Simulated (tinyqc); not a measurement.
Born-von Karman spring model of a cubic crystal with one atom per cell: one step, computed by the program tinyqc.

First neighbours lie at a/2 (1,1,1) (8 of them), second at a (1,0,0) (6), with all permutations and signs; the volume per atom is Omega = a^3/2.

Task: Frequencies at the zone boundary. A neighbour at R with unit vector n couples by the matrix K(R) = kL n n^T + kT (1 - n n^T), and D(q) = (1/M) sum_R K(R) [1 - cos(q.R)]. An eigenvalue lambda of D in eV/(angstrom^2 u) gives nu = 15.6333042 THz x sqrt(lambda).

Inputs (values chosen for the exercise, for a model crystal):

| quantity | value | unit |
|---|---|---|
| atomic mass M | 97.4 | u |
| radial spring k1L | 1.56 | eV/angstrom^2 |
| transverse spring k1T | 0 | eV/angstrom^2 |
| radial spring k2L | 1.1 | eV/angstrom^2 |
| transverse spring k2T | 0 | eV/angstrom^2 |

Lattice: bcc.

Constants: nu for 1 eV/(angstrom^2 u) = 15.6333042 THz.

Give: Frequencies (THz) at points given in 2 pi/a.

Result:

Frequencies (THz) at points given in 2 pi/a:

| point | nu 1 | nu 2 | nu 3 |
|---|---|---|---|
| H (1, 0, 0) | 4.569 | 4.569 | 4.569 |
| N (0.5, 0.5, 0) | 3.231 | 3.323 | 5.650 |
| P (0.5, 0.5, 0.5) | 4.635 | 4.635 | 4.635 |
